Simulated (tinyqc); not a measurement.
# MOS inversion layer, Poisson-Schroedinger loop, step by step

Numbers from tinyqc (`OMP_NUM_THREADS=1 python tinyqc.py 2160091 2160092 out.jsonl`; about 1 s on one thread of a shared Intel Xeon 2.30GHz). Printed values are rounded.

Electrons confined at an insulator interface at z = 0, treated as a hard wall; parabolic valleys, Hartree approximation, no image or exchange terms. The depletion charge lies far deeper than the electrons and gives a uniform field q Nd/(eps0 eps_r); the gate balances all charge. Energies are counted from the band edge at the interface.

Parameters, values chosen for the exercise; masses and permittivity close to those of germanium (111): temperature T = 300 K; relative permittivity eps_r = 15.8; mass along z of valley set A (1 valley(s)) mz1 = 1.56 m0; in-plane density-of-states mass of set A md1 = 0.0829 m0; mass along z of valley set B (3 valley(s)) mz2 = 0.0915 m0; in-plane density-of-states mass of set B md2 = 0.344 m0; sheet density of electrons Ns = 1.3e13 cm^-2; sheet density of depletion charge Nd = 6.1e10 cm^-2; extra shift of set B (strain) dE = 0 eV; mesh step hz = 1.2 nm; mixing factor a = 1.

Constants: q = 1.602176634e-19 C, kB = 1.380649e-23 J/K, hbar = 1.054571817e-34 J s, m0 = 9.1093837015e-31 kg, Vt = kB T/q, eps0 = 8.8541878128e-14 F/cm where lengths are in cm, hbar^2/(2 m0) = 0.0380998212 eV nm^2. Results are converted to the units shown.

## Fixed part of the potential

z, node 1 to 16 (nm): [1.2, 2.4, 3.6, 4.8, 6, 7.2, 8.4, 9.6, 10.8, 12, 13.2, 14.4, 15.6, 16.8, 18, 19.2]

V0 = q Nd z/(eps0 eps_r) in eV.

fixed potential V0, node 1 to 16 (eV): [0.0008383, 0.0016767, 0.0025150, 0.0033533, 0.0041917, 0.0050300, 0.0058683, 0.0067067, 0.0075450, 0.0083833, 0.0092216, 0.0100600, 0.0108983, 0.0117366, 0.0125750, 0.0134133]

## Round 1: levels and probability densities

self-consistent potential U at the start, node 1 to 16 (eV): [0, 0, 0, 0, 0, 0, 0, 0, 0, 0, 0, 0, 0, 0, 0, 0]

Tridiagonal Hamiltonian with psi = 0 one step beyond both ends: H_ii = C (1/m_(i-1/2) + 1/m_(i+1/2))/hz^2 + V0_i + U_i (+ dE for the set B), H_(i,i+1) = -C/(m_(i+1/2) hz^2), C = hbar^2/(2 m0). The lowest 2 level(s) of each valley set are kept, normalised to hz sum |psi|^2 = 1. The mass is the same on all intervals.

levels (eV): A1 0.0053129, A2 0.0092578, B1 0.0167478, B2 0.0462414

```
node  |psi|^2 of A1 (1/nm)  |psi|^2 of A2 (1/nm)  |psi|^2 of B1 (1/nm)  |psi|^2 of B2 (1/nm)
1                 0.039019              0.037708             0.0046423             0.0138730
2                 0.117615              0.085248             0.0175616             0.0471209
3                 0.172094              0.067211             0.0360996             0.0800373
4                 0.174973              0.015242             0.0567039             0.0936131
5                 0.139446              0.003059             0.0757472             0.0804497
6                 0.092333              0.047333             0.0902207             0.0484282
7                 0.052548              0.106001             0.0981825             0.0156570
8                 0.026280              0.135813             0.0989260             0.0001618
9                 0.011731              0.126768             0.0928952             0.0102870
10                0.004728              0.094621             0.0814241             0.0408031
11                0.001736              0.059197             0.0663870             0.0762447
12                0.000584              0.031857             0.0498442             0.0991622
13                0.000181              0.014910             0.0337442             0.0987682
14                0.000051              0.006012             0.0197171             0.0757545
15                0.000012              0.001963             0.0089692             0.0413527
16                0.000002              0.000389             0.0022684             0.0116199
```

## Round 1: Fermi level and occupations

Level k holds N_k = D_k Vt ln(1 + exp((EF - E_k)/Vt)) with D = md1 m0 q/(pi hbar^2) for the set A, D = 3 md2 m0 q/(pi hbar^2) for the set B per eV (spin included); EF is fixed by sum N_k = Ns.

EF = 0.0183410 eV
N_k (cm^-2): A1 8.74248e11, A2 7.91561e11, B1 8.07366e12, B2 3.26053e12

## Round 1: density, output potential and mixing

n_i = sum_k N_k |psi_k|^2 (converted to cm^-3). Hartree part by Gauss: on the interval before node i the electrons still beyond are S_i = Ns - hz sum_(j<i) n_j, and U_i = U_(i-1) + q S_i hz/(eps0 eps_r) in eV, U_0 = 0 at the interface. Mixing: U(new) = U + a (U(out) - U).

```
node  n (1e19 cm^-3)  U(out) (eV)  U after round 1 (eV)
1            0.14667      0.17866               0.17866
2            0.46573      0.35490               0.35490
3            0.75607      0.52346               0.52346
4            0.92807      0.67956               0.67956
5            0.99820      0.82034               0.82034
6            1.00450      0.94467               0.94467
7            0.97359      1.05243               1.05243
8            0.92970      1.14413               1.14413
9            0.89415      1.22050               1.22050
10           0.86946      1.28212               1.28212
11           0.83296      1.32941               1.32941
12           0.75147      1.36295               1.36295
13           0.60644      1.38411               1.38411
14           0.41099      1.39526               1.39526
15           0.20881      1.39964               1.39964
16           0.05651      1.40057               1.40057
```

## Round 2: levels and probability densities

As before.

levels (eV): A1 0.211803, A2 0.390419, B1 0.474806, B2 0.790637

```
node  |psi|^2 of A1 (1/nm)  |psi|^2 of A2 (1/nm)  |psi|^2 of B1 (1/nm)  |psi|^2 of B2 (1/nm)
1                 0.825807              0.007506              0.357557              0.226306
2                 0.007508              0.817531              0.342518              0.002915
3                 0.000018              0.008273              0.111058              0.252658
4                 0.000000              0.000022              0.019665              0.241332
5                 0.000000              0.000000              0.002317              0.088114
6                 0.000000              0.000000              0.000203              0.018830
7                 0.000000              0.000000              0.000014              0.002818
8                 0.000000              0.000000              0.000001              0.000327
9                 0.000000              0.000000              0.000000              0.000031
10                0.000000              0.000000              0.000000              0.000003
11                0.000000              0.000000              0.000000              0.000000
12                0.000000              0.000000              0.000000              0.000000
13                0.000000              0.000000              0.000000              0.000000
14                0.000000              0.000000              0.000000              0.000000
15                0.000000              0.000000              0.000000              0.000000
16                0.000000              0.000000              0.000000              0.000000
```

## Round 2: Fermi level and occupations

As before.

EF = 0.444249 eV
N_k (cm^-2): A1 8.04971e12, A2 1.96930e12, B1 2.98097e12, B2 1.69046e7

## Round 2: density, output potential and mixing

As before.

```
node  n (1e19 cm^-3)  U(out) (eV)  U after round 2 (eV)
1            7.72816     0.178661              0.178661
2            2.69144     0.229870              0.229870
3            0.34750     0.236694              0.236694
4            0.05867     0.237786              0.237786
5            0.00691     0.237911              0.237911
6            0.00061     0.237921              0.237921
7            0.00004     0.237922              0.237922
8            0.00000     0.237922              0.237922
9            0.00000     0.237922              0.237922
10           0.00000     0.237922              0.237922
11           0.00000     0.237922              0.237922
12           0.00000     0.237922              0.237922
13           0.00000     0.237922              0.237922
14           0.00000     0.237922              0.237922
15           0.00000     0.237922              0.237922
16           0.00000     0.237922              0.237922
```

## Course of the self-consistent loop

Start from U = 0. Stop when the largest |U(out) - U| is below 1e-7 eV, or after 40 rounds.

Course of the iteration:
```
round  level A1 (eV)    EF (eV)  largest |U(out) - U| (eV)
1         0.00531291  0.0183410                       1.40
2           0.211803   0.444249                       1.16
3           0.207967   0.252661                      0.991
4           0.211591   0.430089                      0.981
5           0.208600   0.261532                      0.944
6           0.211545   0.427237                      0.942
7           0.208711   0.263455                      0.933
8           0.211535   0.426580                      0.932
9           0.208735   0.263910                      0.930
...              ...        ...                        ...
32          0.211531   0.426371                      0.929
33          0.208743   0.264055                      0.929
34          0.211531   0.426371                      0.929
35          0.208743   0.264055                      0.929
36          0.211531   0.426371                      0.929
37          0.208743   0.264055                      0.929
38          0.211531   0.426371                      0.929
39          0.208743   0.264055                      0.929
40          0.211531   0.426371                      0.929
```

Not converged within 40 rounds: the residual has levelled off at one value. The lowest level moves up and down in turn: each round overcorrects the one before. Reruns converge within the same cap with Anderson mixing of depth 4 with a = 0.5 (18 rounds) and with plain mixing with a = 0.5 (22 rounds).

## Closed-form estimates

Triangular well: E_k = a_k (C F^2/mz)^(1/3), a_1 = 2.338107, a_2 = 4.087949, C = hbar^2/(2 m0), F in eV/nm. Fang-Howard (all electrons in the lowest level of set A): b^3 = 6 (mz1/C) q (Nd + 11 Ns/32)/(eps0 eps_r), centroid 3/b, level C b^2/(4 mz1) + (3/b) q (Nd + 11 Ns/16)/(eps0 eps_r). Use F = q (Nd + Ns)/(eps0 eps_r), the surface field, and F = q (Nd + Ns/2)/(eps0 eps_r).

A1 with the surface field = 0.191155 eV
A1 with Nd + Ns/2 = 0.120794 eV
A2 with Nd + Ns/2 = 0.211197 eV
b = 2.33584 1/nm
Fang-Howard centroid = 1.28433 nm
Fang-Howard level = 0.165673 eV

Against the self-consistent A1 = 0.1760 eV on a fine mesh, the surface-field estimate is 8.6 % above it, the half-charge one 31 % below it and Fang-Howard 5.9 % below it. A1 holds 39.9 % of the electrons, and the Fang-Howard centroid is 54 % below the full one.
